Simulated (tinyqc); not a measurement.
## Surface Green function of a zigzag honeycomb ribbon two chains wide, Sancho-Rubio decimation: densities of states against energy

A semi-infinite lead of cells 0, 1, 2, ... with H0 inside a cell and H1 = <cell i|H|cell i + 1>. Cell of four sites joined 1-2-3-4 by -t; site 2 joins site 1 of the next cell and site 3 joins site 4 of the next cell. z = E + i eta.

Start with e_s = e = H0, a = H1, b = H1^dagger. Each round: g = (z - e)^(-1); e_s <- e_s + a g b; e <- e + a g b + b g a; a <- a g a; b <- b g b (all with the old a, b). Round k joins cells 2^k apart. Stop when the largest entry of the matrices a and b is below 1e-12 eV; g_s = (z - e_s)^(-1), bulk (z - e)^(-1), density of states -Im Tr/pi. Here eta = 0.01 eV. Open modes are the crossings of E with the bands of H0 + H1 exp(ik) + H1^dagger exp(-ik) for 0 < k < pi.

H0 (eV):

|  | 1 | 2 | 3 | 4 |
|---|---|---|---|---|
| 1 | 0.21 | -1 | 0 | 0 |
| 2 | -1 | -0.21 | -1 | 0 |
| 3 | 0 | -1 | 0.21 | -1 |
| 4 | 0 | 0 | -1 | -0.21 |

H1 (eV):

|  | 1 | 2 | 3 | 4 |
|---|---|---|---|---|
| 1 | 0 | 0 | 0 | 0 |
| 2 | -1 | 0 | 0 | 0 |
| 3 | 0 | 0 | 0 | -1 |
| 4 | 0 | 0 | 0 | 0 |

Densities of states against energy:

| E (eV) | open modes | rounds | surface (1/eV) | bulk (1/eV) |
|---|---|---|---|---|
| -2.83 | 0 | 5 | 0.007396 | 0.01383 |
| -2.31 | 1 | 11 | 0.7449 | 0.6650 |
| -1.8 | 1 | 11 | 0.7167 | 0.4477 |
| -1.29 | 2 | 11 | 0.9558 | 1.081 |
| -0.77 | 1 | 11 | 0.6501 | 0.4490 |
| -0.26 | 1 | 11 | 1.621 | 0.9253 |
| 0.26 | 1 | 11 | 1.621 | 0.9253 |
| 0.77 | 1 | 11 | 0.6501 | 0.4490 |
| 1.29 | 2 | 11 | 0.9558 | 1.081 |
| 1.8 | 1 | 11 | 0.7167 | 0.4477 |
| 2.31 | 1 | 11 | 0.7449 | 0.6650 |
| 2.83 | 0 | 5 | 0.007396 | 0.01383 |

Read the table: what changes, and by how much?

The bands of the infinite lead run over -2.57 to -1.02, -1.58 to -0.210, 0.210 to 1.58, 1.02 to 2.57 eV. The rounds lie between 5 and 11, 5.0 on average outside the bands and 11.0 inside. The surface density of states is largest at E = -0.26 and 0.26 eV among the rows (1.62 1/eV, bulk 0.925).

Numbers from tinyqc (`OMP_NUM_THREADS=1 python tinyqc.py 2680038 2680039 out.jsonl`; about 0.04 s on one thread of a shared Intel Xeon 2.30GHz).
